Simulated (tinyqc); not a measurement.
# Changing the step factor eta

Model: geometry relaxation of a small cluster. Computed by tinyqc, a small Python program. Command: `OMP_NUM_THREADS=1 python tinyqc.py 3002822 3002823 out.jsonl relax sweep`. One thread of a shared host (Intel(R) Xeon(R) Processor @ 2.30GHz), about 0.02 s of CPU time with the checks.

E = sum_(i<j) phi(r_ij), phi(r) = eps [exp(-2 alpha (r - r0)) - 2 exp(-alpha (r - r0))]; the force on i is -sum_j phi'(r_ij) (R_i - R_j)/r_ij.

Inputs (values chosen for the exercise, for model atoms):

| quantity | value | unit |
|---|---|---|
| length r0 | 2.86 | angstrom |
| well depth eps | 0.22 | eV |
| stiffness alpha | 1.66 | 1/angstrom |
| largest number of steps | 500 | - |

Potential: Morse. Method: BFGS.

starting positions (angstrom):
```
            x     y      z
atom 1  -0.12  0.15  -0.08
atom 2   3.09  0.07   -0.2
atom 3   1.35  2.46   0.23
atom 4   1.26  0.73   2.48
atom 5   1.24  0.97  -2.32
```

Method:
- BFGS: R(new) = R + B F with the inverse Hessian B = eta 1 at first; with s = R(new) - R, y = F - F(new), rho = 1/(y.s): B(new) = (1 - rho s y^T) B (1 - rho y s^T) + rho s s^T, skipped if y.s is not positive.
- No atom moves more than 0.3 angstrom a step (the whole step is scaled). Stop when the largest force component is below 1e-5 eV/angstrom.
- Hessian at the final positions by central differences of the forces; six eigenvalues vanish (translations and rotations). Steepest descent is stable for eta below 2/lambda_max and contracts the softest mode by 1 - eta lambda_min a step.

One run for each value:

| step factor eta (angstrom^2/eV) | steps | final energy (eV) | largest stable eta (angstrom^2/eV) |
|---|---|---|---|
| 0.022 | 45 | -2.0019 | 0.38692 |
| 0.032 | 39 | -2.0019 | 0.38692 |
| 0.047 | 35 | -2.0019 | 0.38692 |
| 0.068 | 31 | -2.0019 | 0.38692 |
| 0.098 | 26 | -2.0019 | 0.38692 |
| 0.140 | 23 | -2.0019 | 0.38692 |
| 0.210 | 17 | -2.0019 | 0.38692 |
| 0.300 | 14 | -2.0019 | 0.38692 |
| 0.440 | 12 | -2.0019 | 0.38692 |

Over the rows, steps falls from 45.0 to 12.0 (exponent d ln y / d ln x -0.38 between the first rows and -0.40 between the last). The final energy is the same in every row; the largest stable eta for plain steepest descent is 0.387.

Extremes, crossings and ranges named in words are read from the listed rows.
